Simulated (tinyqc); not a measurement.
Born-Oppenheimer dynamics on the PBE/sto-3g surface (energies and gradients from PySCF), for BeH2, spin multiplicity 1, step by step. Computed by tinyqc, a small Python program that keeps every step (integrals from PySCF). Settings: charge = 0, multiplicity = 1, basis = sto-3g, functional = pbe,pbe, time step (fs) = 2.0, steps = 24. Command: `OMP_NUM_THREADS=1 python tinyqc.py 20095 20096 out.jsonl` (the two numbers bound the seeds that draw the settings). One thread of a shared host (Intel(R) Xeon(R) Processor @ 2.60GHz), about 10 s of CPU time with the checks.

## Velocity Verlet step 1

positions (bohr), order 1Be, 2H, 3H:
```
[[0.0850, 0.0094, 0.0038],
 [-0.0643, 2.5266, 0.2438],
 [0.0359, -2.6211, 0.2381]]
```

velocities (bohr per atomic time unit), order 1Be, 2H, 3H:
```
[[0.0000320, 0.0000183, 0.0000095],
 [-0.0002310, -0.0000077, -0.0000385],
 [-0.0000550, -0.0001557, -0.0000465]]
```

gradient (hartree/bohr), order 1Be, 2H, 3H:
```
[[0.004193, 0.017968, -0.010724],
 [-0.002134, 0.008301, 0.004671],
 [-0.002061, -0.026269, 0.006053]]
```

masses (electron masses): [16428.2028, 1837.1526, 1837.1526]

gradient after step 1 (hartree/bohr), order 1Be, 2H, 3H:
```
[[0.004395, 0.014559, -0.009460],
 [-0.002220, 0.005818, 0.004205],
 [-0.002177, -0.020377, 0.005255]]
```

dt = 2 fs = 82.6827 atomic units; x' = x + v dt - g dt^2 / (2m); after the new gradient g', v' = v - (g + g') dt / (2m).

positions after step 1 (bohr), order 1Be, 2H, 3H:
```
[[0.0868, 0.0072, 0.0068],
 [-0.0794, 2.5105, 0.2319],
 [0.0352, -2.5850, 0.2230]]
```

velocities after step 1 (bohr per atomic time unit), order 1Be, 2H, 3H:
```
[[0.0000104, -0.0000636, 0.0000603],
 [-0.0001330, -0.0003254, -0.0002382],
 [0.0000403, 0.0008939, -0.0003009]]
```

## Velocity Verlet step 2

gradient after step 2 (hartree/bohr), order 1Be, 2H, 3H:
```
[[0.003794, -0.001608, -0.006315],
 [-0.001913, 0.000065, 0.003214],
 [-0.001882, 0.001543, 0.003102]]
```

As before.

positions after step 2 (bohr), order 1Be, 2H, 3H:
```
[[0.0868, -0.0011, 0.0138],
 [-0.0863, 2.4727, 0.2044],
 [0.0426, -2.4732, 0.1883]]
```

velocities after step 2 (bohr per atomic time unit), order 1Be, 2H, 3H:
```
[[-0.0000102, -0.0000962, 0.0001000],
 [-0.0000400, -0.0004578, -0.0004052],
 [0.0001317, 0.0013178, -0.0004890]]
```

## Energy conservation

The total energy should stay constant up to terms of order dt^2; the step counts as short enough if it moves by less than 2 % of the largest kinetic energy.

Trajectory:
```
time (fs)  1Be-2H (angstrom)  potential (hartree)  kinetic (hartree)  total (hartree)
0.0000                1.3404           -15.648506           0.000089       -15.648417
2.0000                1.3329           -15.649624           0.001048       -15.648575
4.0000                1.3162           -15.651201           0.002334       -15.648867
6.0000                1.2984           -15.649737           0.001220       -15.648517
8.0000                1.2886           -15.649814           0.001326       -15.648489
10.0000               1.2959           -15.651779           0.002917       -15.648862
12.0000               1.3200           -15.650753           0.002115       -15.648638
14.0000               1.3457           -15.649358           0.000905       -15.648453
16.0000               1.3543           -15.650266           0.001644       -15.648623
18.0000               1.3370           -15.651056           0.002227       -15.648829
20.0000               1.3006           -15.649388           0.000873       -15.648515
22.0000               1.2698           -15.649181           0.000640       -15.648541
24.0000               1.2749           -15.650438           0.001699       -15.648739
26.0000               1.3165           -15.650254           0.001582       -15.648672
28.0000               1.3615           -15.649418           0.000911       -15.648507
30.0000               1.3767           -15.650122           0.001536       -15.648586
32.0000               1.3495           -15.651304           0.002556       -15.648748
34.0000               1.2943           -15.650837           0.002170       -15.648667
36.0000               1.2531           -15.649913           0.001418       -15.648495
38.0000               1.2681           -15.650716           0.002022       -15.648694
40.0000               1.3274           -15.650749           0.001998       -15.648751
42.0000               1.3803           -15.649097           0.000600       -15.648497
44.0000               1.3887           -15.649066           0.000562       -15.648504
46.0000               1.3453           -15.650604           0.001850       -15.648754
48.0000               1.2769           -15.650289           0.001556       -15.648734
```

The total energy moves within 4.5e-04 hartree; that is over 2 % of the largest kinetic energy, so the time step is too long.
